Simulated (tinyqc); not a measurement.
Inside a calculation. Method: Pariser-Parr-Pople SCF with singles CI, for the molecule C=CC=C(F)C=C (SMILES; centres numbered as the heavy atoms are written). One step of it, computed by the program tinyqc.

Question. PPP integrals. Ohno: gamma = 14.399645/sqrt(R^2 + a^2), a = 2 x 14.399645/(gamma_rr + gamma_ss); H_rr = -W_r - sum_(s != r) z_s gamma_rs; H_rs = beta for bonds.

Centres (angstrom, eV; a flat drawing with bonds scaled to 1.40 angstrom):
```
centre          x          y  core charge z          W   gamma_rr
1C      -3.161000  -0.301000              1  11.160000  11.130000
2C      -1.887000   0.280000              1  11.160000  11.130000
3C      -0.747000  -0.532000              1  11.160000  11.130000
4C       0.527000   0.050000              1  11.160000  11.130000
5F       0.660000   1.444000              2  39.000000  21.400000
6C       1.667000  -0.762000              1  11.160000  11.130000
7C       2.941000  -0.180000              1  11.160000  11.130000
```

Resonance integrals (eV):
```
i  j       beta
1  2  -2.390000
2  3  -2.390000
3  4  -2.390000
4  5  -2.100000
4  6  -2.390000
6  7  -2.390000
```

Give: repulsion gamma_rs; core matrix H.

Answer.

repulsion gamma_rs (eV), order 1C, 2C, 3C, 4C, 5F, 6C, 7C:
```
[[11.1300, 7.5532, 5.2390, 3.6696, 3.3543, 2.8687, 2.3081],
 [7.5532, 11.1300, 7.5550, 5.2391, 4.9029, 3.6705, 2.8688],
 [5.2390, 7.5550, 11.1300, 7.5520, 5.5764, 5.2391, 3.6695],
 [3.6696, 5.2391, 7.5520, 11.1300, 8.6917, 7.5550, 5.2391],
 [3.3543, 4.9029, 5.5764, 8.6917, 21.4000, 5.5780, 4.9034],
 [2.8687, 3.6705, 5.2391, 7.5550, 5.5780, 11.1300, 7.5520],
 [2.3081, 2.8688, 3.6695, 5.2391, 4.9034, 7.5520, 11.1300]]
```

core matrix H (eV), order 1C, 2C, 3C, 4C, 5F, 6C, 7C:
```
[[-39.5071, -2.3900, 0.0000, 0.0000, 0.0000, 0.0000, 0.0000],
 [-2.3900, -47.8523, -2.3900, 0.0000, 0.0000, 0.0000, 0.0000],
 [0.0000, -2.3900, -51.5673, -2.3900, 0.0000, 0.0000, 0.0000],
 [0.0000, 0.0000, -2.3900, -57.7981, -2.1000, -2.3900, 0.0000],
 [0.0000, 0.0000, 0.0000, -2.1000, -72.0066, 0.0000, 0.0000],
 [0.0000, 0.0000, 0.0000, -2.3900, 0.0000, -49.2012, -2.3900],
 [0.0000, 0.0000, 0.0000, 0.0000, 0.0000, -2.3900, -42.6042]]
```
